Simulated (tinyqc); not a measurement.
Inside a calculation. Method: coherent transport through a tight-binding region between two chains. Computed by tinyqc, a small Python program that keeps every step. Settings: temperature = 77, mu = 0.09. Command: `OMP_NUM_THREADS=1 python tinyqc.py 23347 23348 out.jsonl` (the two numbers bound the seeds that draw the settings). One thread of a shared host (Intel(R) Xeon(R) Processor @ 2.60GHz), about 0.07 s of CPU time with the checks.

## Transmission at E = -0.78 eV

H of the central region (eV), lower triangle:
```
           1          2          3         4
1   0.000000
2  -1.770000   0.340000
3   0.000000  -1.770000   0.340000
4  -1.770000   0.000000  -1.770000  0.000000
```

Leads: semi-infinite chains with site energy 0:
```
parameter                           value
lead hopping t (eV)              1.380000
coupling to the left lead (eV)   1.160000
coupling to the right lead (eV)  0.310000
left contact site                       1
right contact site                      4
```

E = -0.780000 eV

Surface Green function g = (E - i sqrt(4 t^2 - E^2)) / (2 t^2); self-energy tc^2 g on each contact site; G = (E - H - Sigma)^(-1); Gamma = -2 Im Sigma; T = Gamma_L Gamma_R |G_LR|^2; local density of states -Im G_ii / pi.

g = -0.204789-0.695098i 1/eV

G (1/eV), lower triangle:
```
                     1                    2                    3                    4
1  -0.429164-0.221168i
2   0.135441+0.059452i  -0.503945-0.042479i
3   0.514867+0.258787i   0.110650-0.086332i  -0.444851-0.313415i
4   0.190350+0.104300i   0.573961-0.012149i   0.172834-0.111988i  -0.464597-0.058714i
```

local density of states (1/eV): 0.070400  0.013522  0.099763  0.018689

transmission = 0.011774

## Transmission across the band

The same steps on a grid of energies.

T(E):
```
E (eV)              T
-2.62200000  0.003526
-2.35980000  0.007345
-2.09760000  0.009318
-1.83540000  0.010428
-1.57320000  0.011093
-1.31100000  0.011507
-1.04880000  0.011743
-0.78660000  0.011777
-0.52440000  0.011441
-0.26220000  0.010367
0.00000000   0.009003
0.26220000   0.000091
0.52440000   0.000169
0.78660000   0.001278
1.04880000   0.002579
1.31100000   0.003559
1.57320000   0.004150
1.83540000   0.004359
2.09760000   0.004142
2.35980000   0.003341
2.62200000   0.001580
```

levels of the isolated region (eV): -3.378145  0.161855  0.178145  3.718145

## Current

I = (2e/h) int T(E) [f(E - mu - V/2) - f(E - mu + V/2)] dE at 77 K with mu = 0.09 eV, the bias not changing H; 2e^2/h = 77.48092 microsiemens; the integral runs over the band on 4001 points.

Current:
```
V (volt)  I (microampere)
0.010000         0.008464
0.050000         0.042875
0.100000         0.089049
0.200000         0.179633
0.400000         0.262891
0.800000         0.418572
```
